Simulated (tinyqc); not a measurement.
Rapid thermal processing of a wafer: radiative balance, ramp and cooling, pattern effects, pyrometer error and spike budget: one step, computed by the program tinyqc. Command: `OMP_NUM_THREADS=1 python tinyqc.py 3110577 3110578 out.jsonl rtp walk`. One thread of a shared host (Intel(R) Xeon(R) Processor @ 2.30GHz), about 0.04 s of CPU time with the checks.

The wafer is opaque and uniform through its thickness unless said otherwise; temperatures in formulas are in kelvin (C + 273.15). sigma = 5.670374419e-12 W/(cm^2 K^4).

Task: Pattern effect. At steady state a sinusoidal change of absorbed power of relative amplitude a and period p gives the temperature amplitude a q/(dq/dT + k d (2 pi/p)^2); healing length l = sqrt(k d/(dq/dT)); process change = E_a dT/(k_B T^2). Emissivity is taken as unchanged.

Inputs (values chosen for the exercise, modelled on a hot silicon wafer): wafer thickness d = 775 micrometre; thermal conductivity k = 0.21 W/(cm K); wall temperature T_w = 300 K; process temperature = 991 C; relative change of absorptivity over a pattern = 13 %; period of the pattern = 1.4 mm; activation energy of the process E_a = 3.46 eV.

dq/dT = 59.89773 mW/(cm^2 K)

holding power q = 19.35673 W/cm^2

Constants: k_B = 8.617333262e-05 eV/K.

Give: healing length l; amplitude without lateral conduction; amplitude; change of the process rate.

Result:

healing length l = 5.213 mm

amplitude without lateral conduction = 42.01 K

amplitude = 0.07662 K

change of the process rate = 0.1925 %

Lateral conduction cuts the amplitude to 0.18 %, since p/(2 pi l) = 0.043.
